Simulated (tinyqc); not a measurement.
## Junction field-effect transistor with two gates, gradual channel with velocity saturation: effect of the gate voltage on saturation

A uniformly doped n-type channel, depleted from both sides by p+ gates; at channel potential V the depleted share of a is u = sqrt((Vbi - Vg + V)/Vp), s at the source. Electrons drift with v = mu E/(1 + mu E/vsat). Abrupt depletion edge, no series resistance, source at 0.

ni = sqrt(Nc Nv) exp(-Eg/(2 Vt)), Eg in volts; Vbi = Vt ln(Na Nd/ni^2); Vp = q Nd a^2/(2 eps0 eps_r); G0 = 2 q mu Nd a W/L; Z = mu Vp/(vsat L); s = sqrt((Vbi - Vg)/Vp). I = (G0 Vp/3) F/(1 + Z (u^2 - s^2)), F = 3 (u^2 - s^2) - 2 (u^3 - s^3), with u at V = Vd; Z = 0 gives constant mobility, for which u stops at 1. The current peaks at u = um, the root of (1 - u)(1 + Z (u^2 - s^2)) = Z F/3; beyond Vdsat = Vp (um^2 - s^2) it is held at that value. gm = G0 (um - s)/(1 + Z (um^2 - s^2)).

Parameters, values chosen for the exercise; material values those of a made-up semiconductor:
- T = 250 K (temperature)
- eps_r = 16 (relative permittivity of the semiconductor)
- Nc = 3.85e17 cm^-3 (conduction-band density of states at T)
- Eg = 1.52 eV (band gap)
- Nv = 8.29e18 cm^-3 (valence-band density of states at T)
- Nd = 1e17 cm^-3 (donor density of the channel)
- a = 260 nm (half the channel thickness)
- mu = 3700 cm^2/(V s) (low-field mobility at this doping)
- vsat = 9.3e6 cm/s (saturation velocity)
- L = 0.3 um (gate length)
- W = 100 um (gate width)
- Na = 4.6e18 cm^-3 (acceptor density of the gates)

Constants: q = 1.602176634e-19 C, kB = 1.380649e-23 J/K, Vt = kB T/q, eps0 = 8.8541878128e-14 F/cm where lengths are in cm. Results are converted to the units shown.

The same in every row: Z = 50.69.

Effect of the gate voltage on saturation:
```
Vg (V)	um	Vdsat (V)	Isat (mA)	Isat for Z = 0 (mA)	gm (mS)
-2	0.9761	0.1635	1.855	8.091	7.188
-1.67	0.9426	0.2482	4.446	31.52	8.403
-1.33	0.9038	0.3140	7.457	72.55	9.282
-1	0.8625	0.3656	10.65	129.7	10.08
-0.67	0.8179	0.4087	14.11	205.1	10.92
-0.33	0.7678	0.4455	17.99	303.2	11.91
0	0.7147	0.4744	22.10	420.0	13.09
```

What does the comparison show?

As Vg goes from -2 to 0 V, Vdsat rises from 0.164 to 0.474 V, Isat rises from 1.85 to 22.1 mA and gm rises from 7.19 to 13.1 mS. Isat is 0.229 of the constant-mobility value in the first row and 0.0526 in the last. In every row the gate is shorter than 2 a, outside the gradual-channel approximation. For Vg = -2 to -1.67 V the open channel at the source, (1 - s) a, is under two Debye lengths, so the abrupt edge is rough.

tinyqc, about 0.1 s, one thread, Intel Xeon 2.30GHz (shared host): `OMP_NUM_THREADS=1 python tinyqc.py 2500126 2500127 out.jsonl`
